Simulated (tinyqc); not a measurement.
Landau levels of bilayer graphene: one step. The lowest levels.

Four-band model without bias: with w = sqrt(2) hv/l, E_N^2 = [g1^2 + (2N - 1) w^2 - sqrt(g1^4 + 2 (2N - 1) g1^2 w^2 + w^4)]/2 for N >= 2, and E = 0 for N = 0, 1. The two-band limit is hbar wc sqrt(N (N - 1)) with hbar wc = w^2/g1. Each level is fourfold; of the eight zero-energy states half belong to the electrons.

In a field B along z: l = 1/sqrt((e/hbar) B) is the magnetic length, n_B = B/(h/e) the number of states per area in one level, hbar wc = 2 muB B/m for mass m in m0; 1/angstrom^2 = 1e16/cm^2.

Constants: e/hbar = 1.519267448e-05 1/(T angstrom^2); h/e = 413566.7697 T angstrom^2; muB = 5.788381798e-05 eV/T.

Parameters, chosen for this exercise (out of a larger set: near those of bilayer graphene; not measured data): hv = 6.84 eV angstrom (hbar v); g1 = 0.365 eV (interlayer hopping); B = 8.1 T (magnetic field).

Problem. List the eight lowest, in meV, with the gap to the next.

Give: a table of label, E (meV), gap above (meV).

Solution.

Levels:
```
label  E (meV)  gap above (meV)
0,1      0.000           39.948
2       39.948           25.359
3       65.307           22.556
4       87.862           20.683
5      108.545           19.252
6      127.797           18.097
7      145.895           17.135
8      163.029           16.314
```

The largest of these gaps, 39.95 meV, first occurs above level 0,1 and is kB T at 464 K.

Computed by tinyqc, a small Python program: `OMP_NUM_THREADS=1 python tinyqc.py 1251475 1251476 out.jsonl` (the numbers bound the seed that draws the inputs); one thread of a shared host (Intel(R) Xeon(R) Processor @ 2.30GHz), about 0.01 s for the whole set of steps.
